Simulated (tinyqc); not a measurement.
Abrupt p-n junction, non-linear Poisson equation by Newton steps: one step of the calculation.

One dimension, p side on the left, n side on the right; net doping C = -Na for x < 0 and +Nd for x > 0. The potential psi is counted from the intrinsic level, and the quasi-Fermi potentials are flat: 0 for holes and -V for electrons, so n = ni exp((psi + V)/Vt) and p = ni exp(-psi/Vt) (Boltzmann statistics, full ionisation, no current).

Question. Check against the exact first integral and the depletion approximation. ni = sqrt(Nc Nv) exp(-Eg/(2 Vt)), Eg in volts. Exact first integral for an abrupt junction with thick neutral sides: psi_p = -Vt ln(Na/ni), psi_n = Vt ln(Nd/ni) - V, psi_j = (Nd psi_n + Na psi_p - Vt (Nd - Na))/(Na + Nd) at the junction, n_j = ni exp((psi_j + V)/Vt), p_j = ni exp(-psi_j/Vt), and E_j^2 = (2 q/(eps0 eps_r)) [Nd (psi_n - psi_j - Vt) + Vt (n_j + p_j)] (minority densities of the neutral sides neglected). Depletion approximation: Vbi = Vt ln(Na Nd/ni^2), W = sqrt(2 eps0 eps_r (Vbi - V)(1/Na + 1/Nd)/q), xp = W Nd/(Na + Nd), xn = W Na/(Na + Nd), peak field 2 (Vbi - V)/W, capacitance eps0 eps_r/W.

Values chosen for this exercise; band and dielectric values close to those of silicon: temperature T = 293 K; band gap Eg = 1.12 eV; relative permittivity eps_r = 11.9; conduction-band density of states at T Nc = 2.73e19 cm^-3; valence-band density of states at T Nv = 2.58e19 cm^-3; acceptor density of the p side Na = 5.2e17 cm^-3; donor density of the n side Nd = 5.4e15 cm^-3; bias of the p side against the n side V = 0 V.

Constants: q = 1.602176634e-19 C, kB = 1.380649e-23 J/K, Vt = kB T/q, eps0 = 8.8541878128e-14 F/cm where lengths are in cm. Results are converted to the units shown.

Wanted: psi_j; exact field at the junction; Vbi; W; peak field in the depletion approximation.

Answer.

psi_j = -0.42769 V
exact field at the junction = 48.043 kV/cm
Vbi = 0.80609 V
W = 445.40 nm
peak field in the depletion approximation = 36.197 kV/cm

tinyqc, about 0.02 s, one thread, Intel Xeon 2.30GHz (shared host): `OMP_NUM_THREADS=1 python tinyqc.py 2000142 2000143 out.jsonl`
